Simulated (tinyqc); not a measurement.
## Exponent and activation energy from three stresses

Question. Oxide breakdown follows t63 = a V^(-n) exp(Ea q/(kB T)). Find n, Ea and the E-model slope gamma = n/E (cm/MV) at the higher voltage, E = V/tox.

Inputs (values chosen for the exercise):
- tox = 3 nm (oxide thickness)

Constants: q = 1.602176634e-19 C, kB = 1.380649e-23 J/K. Results are converted to the units shown.

t63 at (2.99 V, 398 K), (4.03 V, 398 K) and (4.03 V, 423 K) (s): 37166.896  0.29012309  0.063679415

Solution. The two voltages give n and the two temperatures Ea.

n = 39.40
Ea = 0.8800 eV
gamma = 2.933 cm/MV

Program tinyqc, `OMP_NUM_THREADS=1 python tinyqc.py 2070102 2070103 out.jsonl`; Intel Xeon 2.30GHz, shared host, one thread, about 0.01 s.
